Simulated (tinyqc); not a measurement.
## Thickness from two neighbouring fringes

Inverse problem. At normal incidence a transparent film with an index between those of air and substrate, taken as constant, has reflectance minima at 2 n1 d = (m + 1/2) lam (small phase shifts at the substrate neglected). Find d and the order m of the shorter wavelength.

Parameters, values chosen for the exercise:
- n1 = 1.652 (index of the transparent film)

wavelengths of two neighbouring reflectance minima (nm): [436, 487.29412]

Solution. Neighbouring orders differ by one: 2 n1 d (1/lam1 - 1/lam2) = 1.

d = 1254 nm
m = 9

tinyqc, about 0.01 s, one thread, Intel Xeon 2.30GHz (shared host): `OMP_NUM_THREADS=1 python tinyqc.py 2870127 2870128 out.jsonl`
